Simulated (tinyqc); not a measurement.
Intrinsic density across materials: carrier statistics of a doped semiconductor with parabolic bands.

Constants: hbar^2/2m0 = 3.80998211 eV angstrom^2; kB = 8.617333262e-05 eV/K.
Inputs chosen for the exercise: T = 500 K.

Each case gives the gap at this temperature and the density-of-states masses, chosen for the exercise; N = 2 (m kB T/(4 pi c))^(3/2) with c = hbar^2/2m0, in 1/angstrom^3; times 1e24 for 1/cm^3; ni = sqrt(Nc Nv) exp(-Eg/2kT).

Results:
```
case       Eg (eV)   m_de   m_dh  Nc (1/cm^3)  Nv (1/cm^3)  ni (1/cm^3)
near GaP     2.142  1.095  0.850     6.19e+19     4.23e+19     8.20e+08
near InSb    0.117  0.014  0.430     8.94e+16     1.52e+19     3.00e+17
near Si      1.051  1.066  0.590     5.94e+19     2.45e+19     1.93e+14
near InP     1.296  0.083  0.629     1.29e+18     2.69e+19     1.73e+12
near GaN     3.332  0.199  1.492     4.79e+18     9.84e+19          350
```

What does the comparison show, and why?

ni spans 14.9 decades, while sqrt(Nc Nv) spans only 1.6; each 0.1 eV of gap costs a factor 3.19. The order of ni is the reverse of the order of the gaps. For near InSb ni exceeds a tenth of Nc, so the Boltzmann formula overestimates it.

Computed by tinyqc, a small Python program: `OMP_NUM_THREADS=1 python tinyqc.py 1680010 1680011 out.jsonl` (the numbers bound the seed that draws the inputs); one thread of a shared host (Intel(R) Xeon(R) Processor @ 2.30GHz), about 0.01 s for the whole set of steps.
